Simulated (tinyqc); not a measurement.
A log to judge: decay of LO phonons and the hot-phonon bottleneck in the cooling of electrons. Computed by tinyqc. Command: `OMP_NUM_THREADS=1 python tinyqc.py 3007521 3007522 out.jsonl hotphonon walk`. One thread of a shared host (Intel(R) Xeon(R) Processor @ 2.30GHz), about 0.01 s of CPU time with the checks.

n(E, T) = 1/(exp(E/(k_B T)) - 1) is the Bose occupation. Electrons have a temperature T_e; the LO modes within their reach share one occupation N; the decay products stay at the lattice temperature.

Inputs (values chosen for the exercise, modelled on gallium oxide):

| quantity | value | unit |
|---|---|---|
| LO energy hbar omega | 43.7 | meV |
| lifetime at T = 0, tau_0 | 1.8 | ps |
| share f of the energy in the softer product | 0.33 | - |
| lattice temperature T | 400 | K |
| electron mass m* | 0.278 | m_0 |
| eps_inf | 3.54 | - |
| static dielectric constant eps_s | 10.4 | - |
| electron density n | 1.5e+18 | 1/cm^3 |
| density of LO modes that the electrons reach, N_m | 4.4e+19 | 1/cm^3 |
| power supplied per electron P | 0.66 | nW |
| step factor | 0.02 | - |

Decay channel: two unequal phonons (Ridley).

Constants: k_B = 8.617333262e-05 eV/K; c = 299792458 m/s; e^2/(4 pi eps_0) = 14.39964548 eV angstrom; hbar^2/(2 m_0) = 3.80998212 eV angstrom^2; hbar = 6.582119569e-16 eV s; e = 1.602176634e-19 C.

Method:
- Decay rate 1/tau = (1/tau_0) [1 + n(f hbar omega) + n((1 - f) hbar omega)].
- Full width Gamma = 1/(2 pi c tau) in 1/cm, c in cm/s.
- Froehlich coupling alpha = (e^2/(4 pi eps_0)) (1/eps_inf - 1/eps_s) k_0/(2 hbar omega), k_0 = sqrt(m* hbar omega/(hbar^2/(2 m_0))); emission time tau_sp = hbar/(2 alpha hbar omega); bottleneck ratio r = (n/N_m) tau/tau_sp.
- Net emission per electron: [(N + 1) x - N]/tau_sp with x = exp(-hbar omega/(k_B T_e)), a simple two-level balance; steady state of the modes: n [(N + 1) x - N]/tau_sp = N_m (N - N_0)/tau; power per electron P = hbar omega [(N + 1) x - N]/tau_sp.
- Eliminating N gives P(T_e) = (hbar omega/tau_sp) [(N_0 + 1) x - N_0]/[1 + r (1 - x)]. Newton steps on ln P against ln T_e, times the step factor, each limited to 0.7 in ln T_e and to keeping a fifth of T_e - T; start at 1.5 T; stop when |ln(P/P(T_e))| < 1e-9 or after 40 steps.

Iterations:

| step | T_e (K) | P(T_e) (nW) | ln(P/P(T_e)) |
|---|---|---|---|
| 0 | 600.000 | 103.928 | -5.05921 |
| 1 | 579.352 | 93.545 | -4.95396 |
| 2 | 561.294 | 84.385 | -4.85091 |
| 3 | 545.446 | 76.287 | -4.75002 |
| 4 | 531.490 | 69.113 | -4.65126 |
| 5 | 519.163 | 62.744 | -4.55457 |
| 6 | 508.243 | 57.078 | -4.45993 |
| 7 | 498.544 | 52.027 | -4.36727 |
| 8 | 489.908 | 47.516 | -4.27657 |
| ... | ... | ... | ... |
| 31 | 417.514 | 9.307 | -2.64633 |
| 32 | 416.588 | 8.815 | -2.59201 |
| 33 | 415.729 | 8.359 | -2.53884 |
| 34 | 414.930 | 7.935 | -2.48678 |
| 35 | 414.188 | 7.541 | -2.43581 |
| 36 | 413.497 | 7.173 | -2.38590 |
| 37 | 412.853 | 6.831 | -2.33705 |
| 38 | 412.253 | 6.512 | -2.28921 |
| 39 | 411.692 | 6.214 | -2.24238 |

Can the last value be used, and what does the course show?

No. Not converged: the residual falls at every step, but slowly, by a factor of about 0.980 a step. Near the root each step multiplies the error by 1 - (step factor) = 0.98. Reruns converge with step factor = 1.0; or with step factor = 0.7.
